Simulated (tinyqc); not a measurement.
Bond-orbital model of a tetrahedral semiconductor (Harrison's universal couplings): one step. Metallicity and a gap from the bond picture. Two cases, with inputs chosen for the exercise.

Task: Neighbouring bonds couple through V1: averaged V1b = V1c (1 - ap)/2 + V1a (1 + ap)/2 for the bond band and V1x = V1c (1 + ap)/2 + V1a (1 - ap)/2 for the antibond band. The top of the bond band lies V1b above the bond level and the bottom of the antibond band 3 V1x below the antibond level, so the gap is 2 sqrt(V2^2 + V3^2) - V1b - 3 V1x; metallicity am = (V1b + 3 V1x)/(2 sqrt(V2^2 + V3^2)).

Hybrid level eh = (es + 3 ep)/4; metallic energy V1 = (ep - es)/4 for each atom; covalent energy V2 = 3.22 hbar^2/(m d^2); polar energy V3 = (ehc - eha)/2; hbar^2/m = 2c, c = hbar^2/2m0. Polarity ap = V3/sqrt(V2^2 + V3^2), covalency ac = V2/sqrt(V2^2 + V3^2). p-p coupling at Gamma Exx = (4/3)(2.22 - 2 x 0.63) hbar^2/(m d^2) = 1.28 hbar^2/(m d^2), s-s coupling Ess = 4 x 1.32 hbar^2/(m d^2).

Give: V1b, V1x; gap; am.

Case 1.

V1 (eV): cation 1.427500, anion 2.367500

V2, V3 (eV): [4.405394, 2.435000]

ap = 0.483753

Result:

V1b, V1x (eV): [2.1249, 1.6701]

gap = 2.932 eV
am = 0.709

Case 2.

V1 (eV): cation 1.512500, anion 2.452500

V2, V3 (eV): [4.368297, 2.460000]

ap = 0.490690

Result:

V1b, V1x (eV): [2.2131, 1.7519]

gap = 2.558 eV
am = 0.745

The gap closes where am reaches one. The model gives trends; its gap can miss the real one by a factor of two to five, most in ratio for narrow gaps and most in eV for first-row compounds.

Computed by tinyqc, one run a case: `OMP_NUM_THREADS=1 python tinyqc.py N N+1 out.jsonl` with N = 1482497, 1482533; one thread of a shared Intel(R) Xeon(R) Processor @ 2.30GHz, about 0.01 s a run at most.
